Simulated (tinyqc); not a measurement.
Inside a calculation. Model: domain walls in a thin film with perpendicular anisotropy: Bloch, Neel and chiral walls, motion and stripe domains. Computed by tinyqc, a small Python program that keeps every step. Command: `OMP_NUM_THREADS=1 python tinyqc.py 3021634 3021635 out.jsonl mwall walk`. One thread of a shared host (Intel(R) Xeon(R) Processor @ 2.30GHz), about 0.01 s of CPU time with the checks. Intermediate numbers are printed to about 6 digits and carried at full precision; extremes and crossings named in words are read from the listed rows.

One-dimensional wall: polar angle theta(x), azimuth phi of the moment in the wall (phi = 0 Neel, 90 degrees Bloch). mu_0 = 1.25663706212e-6 T m/A, gamma = 1.76085963023e11 rad/(s T).

Inputs (values chosen for the exercise, for a model film):
```
quantity,value,unit
saturation magnetisation M_s,1380,kA/m
exchange stiffness A,10,pJ/m
uniaxial anisotropy K_u,1360,kJ/m^3
DMI constant D,0.097,mJ/m^2
thickness t,2.3,nm
damping alpha,0.069,-
current density J,0.16,1e12 A/m^2
spin Hall angle theta_SH,0.059,-
```

Drive: spin-orbit torque.

Constants: hbar = 1.054571817e-34 J s; e = 1.602176634e-19 C.

## Width and energy of the Bloch wall

K_eff = K_u - mu_0 M_s^2/2; Delta = sqrt(A/K_eff); sigma_0 = 4 sqrt(A K_eff); profile theta = 2 arctan exp(x/Delta); quality factor Q = 2 K_u/(mu_0 M_s^2).

K_eff = 163.430 kJ/m^3

width parameter Delta = 7.82229 nm

sigma_0 = 5.11359 mJ/m^2

quality factor Q = 1.13658

## Bloch or Neel

sigma(phi) = sigma_0 + 2 Delta K_D cos^2(phi) - pi D cos(phi), with the wall shape anisotropy K_D = N_x mu_0 M_s^2/2, N_x = t ln 2/(pi Delta). The minimum has cos(phi) = D/D_N for D < D_N = 4 Delta K_D/pi and phi = 0 beyond; sigma turns negative at D_c = (sigma_0 + 2 Delta K_D)/pi.

K_D = 77.6261 kJ/m^3

D_N = 0.773128 mJ/m^2

azimuth phi = 82.7924 degrees

wall energy sigma = 5.09448 mJ/m^2

D_c = 2.01427 mJ/m^2

A mixed wall, between Bloch and Neel. D is 0.05 of D_c.

## Velocity under current

Spin-orbit drive: B_SL = hbar theta_SH J/(2 e M_s t) acts as the field (pi/2) B_SL cos(phi). Steady state: v = (gamma Delta/alpha)(pi/2) B_SL cos(phi) = gamma Delta [B_D sin(phi) - (B_K/2) sin(2 phi)], B_K = 2 K_D/M_s, B_D = pi D/(2 M_s Delta); the root with phi between its rest value and 90 degrees; v saturates at v_D = gamma Delta B_D.

B_SL = 0.978816 mT

azimuth in motion = 83.9943 degrees

velocity = 3.21124 m/s

saturation velocity v_D = 19.4418 m/s

v is 17 % of v_D: still rising with current. Caution: pinning, heating and tilting of the wall are left out.

## Velocity against current

The formulas are those given above.

Steady motion:
```
J (1e12 A/m^2),B_SL (mT),phi (degrees),v (m/s),v at fixed rest phi (m/s)
0.02,0.1224,82.9688,0.4696,0.481
0.05,0.3059,83.2174,1.1328,1.203
0.10,0.6118,83.5944,2.1401,2.407
0.20,1.2235,84.2341,3.8544,4.813
0.50,3.0588,85.5604,7.4245,12.034
1.00,6.1176,86.7889,10.7450,24.067
2.00,12.2352,87.9324,13.8420,48.135
5.00,30.5880,89.0002,16.7355,120.337
```

The linear law holds to 5 % in 1 of the eight rows; in the last row v is 86.1 % of v_D = pi gamma D/(2 M_s), which depends on neither alpha nor theta_SH.

## Stripe domains

Dipolar length l = sigma/(mu_0 M_s^2); for t much smaller than the period the domain width is w = 0.955 t exp(pi l/t) (Kaplan and Gehring), given as log10 of w in nm.

dipolar length l = 2.12878 nm

log10 of the domain width in nm = 1.60454

Equilibrium domains are about 40 nm wide. Caution: the domains are not wide against the wall, so the thin-wall formula fails.

## Raising D

The formulas are those given above.

Wall against D; the last column is the Kaplan-Gehring width, log10[0.955 t exp(pi sigma/(mu_0 M_s^2 t))/nm], with a dash where it falls below 10 Delta and the formula fails:
```
D (mJ/m^2),phi (degrees),sigma (mJ/m^2),sigma/sigma_0,log10 domain width
0.15,78.8127,5.06788,0.991060,-
0.39,59.7055,4.80456,0.939567,-
0.40,58.8434,4.78851,0.936429,-
0.62,36.6846,4.33259,0.847270,-
0.81,0.0000,3.78333,0.739857,-
1.20,0.0000,2.55811,0.500257,-
1.60,0.0000,1.30147,0.254512,-
1.80,0.0000,0.67315,0.131640,-
```

D_N is 38 % of D_c. Beyond D_N sigma falls by pi per unit of D.

Checks made by the program: sigma_0 against the integral over the profile (relative difference below 1e-10).
